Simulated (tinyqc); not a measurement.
Surface potential of a MOS transistor: implicit equation and explicit approximations: one step of the calculation.

p-type body, charge-sheet picture, depletion and inversion only, full ionisation (an idealisation for deep acceptors), Boltzmann statistics (rough once Na exp(x - xn) passes about Nc/7). In units of Vt: xg = (Vg - Vfb)/Vt, x = psi/Vt, G = gamma/sqrt(Vt), xn = (2 phiF + Vc)/Vt. The implicit equation is (xg - x)^2 = G^2 [x - 1 + exp(x - xn)] for x above about 3. Cox = eps0 eox/tox.

Task. Potential, charges and gate control. psi = Vt x; N_dep = Cox Vt G sqrt(x - 1)/q; N_inv = (Cox Vt G/q) [sqrt(x - 1 + exp(x - xn)) - sqrt(x - 1)]; dpsi/dVg = 1/[1 + G^2 (1 + exp(x - xn))/(2 (xg - x))].

Values chosen for this exercise; band and dielectric values close to those of 4H silicon carbide:
- T = 250 K (temperature)
- eox = 3.9 (relative permittivity of the gate insulator (close to silicon dioxide))
- tox = 2.6 nm (insulator thickness)
- Vc = 1 V (channel-body voltage)

Constants: q = 1.602176634e-19 C, kB = 1.380649e-23 J/K, Vt = kB T/q, eps0 = 8.8541878128e-14 F/cm where lengths are in cm. Results are converted to the units shown.

converged x = 192.09681
G = 0.64678853
xn = 184.67447
xg = 220.02166

Wanted: psi; N_dep; N_inv; dpsi/dVg.

Result.

psi = 4.138 V
N_dep = 1.597e12 cm^-2
N_inv = 3.390e12 cm^-2
dpsi/dVg = 0.07386

psi lies 7.4 Vt above 2 phiF + Vc.

tinyqc, about 0.01 s, one thread, Intel Xeon 2.30GHz (shared host): `OMP_NUM_THREADS=1 python tinyqc.py 2122097 2122098 out.jsonl`
